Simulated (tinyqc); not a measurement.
Fully depleted semiconductor-on-insulator film with two gates, non-linear Poisson equation by Newton steps: two steps of the calculation.

One dimension across the film, front interface at x = 0, back interface at x = ts. psi is counted from the intrinsic level, n = ni exp(psi/Vt) (source grounded), holes neglected, acceptors ionised. Gates act through Cox = eps0 eox/tox and Cbox = 3.9 eps0/tb with potentials G1 = Vg - (phiM - chi - Vt ln(Nc/ni)) and G2 = Vb - (phiB - chi - Vt ln(Nc/ni)). Classical Boltzmann densities, no interface charge, no depletion in the back plane.

Inputs (values chosen for the exercise); band and dielectric values close to those of germanium: temperature T = 400 K; band gap Eg = 0.658 eV; relative permittivity eps_r = 16; conduction-band density of states at T Nc = 1.63e19 cm^-3; valence-band density of states at T Nv = 9.19e18 cm^-3; electron affinity chi = 3.97 eV; relative permittivity of the gate insulator (close to silicon dioxide) eox = 3.9; insulator thickness tox = 2.9 nm; film thickness ts = 9.3 nm; buried-oxide thickness (eps_r 3.9) tb = 46 nm; work function of the front gate phiM = 4.37 eV; work function of the back plane phiB = 4.58 eV; back-gate voltage Vb = 0 V; front-gate voltage Vg = 0.28 V.

Constants: q = 1.602176634e-19 C, kB = 1.380649e-23 J/K, Vt = kB T/q, eps0 = 8.8541878128e-14 F/cm where lengths are in cm. Results are converted to the units shown.

Task 1. Capacitances and gate potentials. ni = sqrt(Nc Nv) exp(-Eg/(2 Vt)), Eg in volts; Cox, Cbox, G1, G2 as defined; Cs = eps0 eps_r/ts; a = eps0 eps_r/h with h = ts/8; coupling ratio of a depleted film Cs Cbox/(Cox (Cs + Cbox)).

Find: ni; Cox; Cbox; Cs; a; G1; G2; coupling ratio.

Result 1.

ni = 8.761e14 cm^-3
Cox = 1.191 uF/cm^2
Cbox = 0.07507 uF/cm^2
Cs = 1.523 uF/cm^2
a = 12.19 uF/cm^2
G1 = 0.2189 V
G2 = -0.2711 V
coupling ratio = 0.06008

Task 2. Newton step. Solve a d_(i-1) + b_i d_i + a d_(i+1) = -F_i for all nodes. Half of the step is added while the largest |d| exceeds 1.5 Vt, the full step after that.

a = 12.186409 uF/cm^2

| node | diagonal b (F/cm^2) | residual F (C/cm^2) | psi after iteration 1 (V) |
|---|---|---|---|
| 0 | -1.3382876e-5 | 1.1230352e-7 | 0.10985426 |
| 1 | -2.4383819e-5 | -2.8036148e-10 | 0.10843415 |
| 2 | -2.4383378e-5 | -2.6675290e-10 | 0.10702368 |
| 3 | -2.4382957e-5 | -2.5383949e-10 | 0.10562271 |
| 4 | -2.4382556e-5 | -2.4158417e-10 | 0.10423112 |
| 5 | -2.4382173e-5 | -2.2995205e-10 | 0.10284878 |
| 6 | -2.4381808e-5 | -2.1891027e-10 | 0.10147556 |
| 7 | -2.4381459e-5 | -2.0842788e-10 | 0.10011133 |
| 8 | -1.2265631e-5 | -1.1401632e-8 | 0.09875596 |

Find: Newton step d, before damping; psi after iteration 2.

Result 2.

| node | Newton step d, before damping (V) | psi after iteration 2 (V) |
|---|---|---|
| 0 | 0.07489 | 0.1473 |
| 1 | 0.07302 | 0.1449 |
| 2 | 0.07125 | 0.1426 |
| 3 | 0.06956 | 0.1404 |
| 4 | 0.06795 | 0.1382 |
| 5 | 0.06641 | 0.1361 |
| 6 | 0.06494 | 0.1339 |
| 7 | 0.06354 | 0.1319 |
| 8 | 0.06220 | 0.1299 |

tinyqc, about 0.4 s, one thread, Intel Xeon 2.30GHz (shared host): `OMP_NUM_THREADS=1 python tinyqc.py 2190166 2190167 out.jsonl`
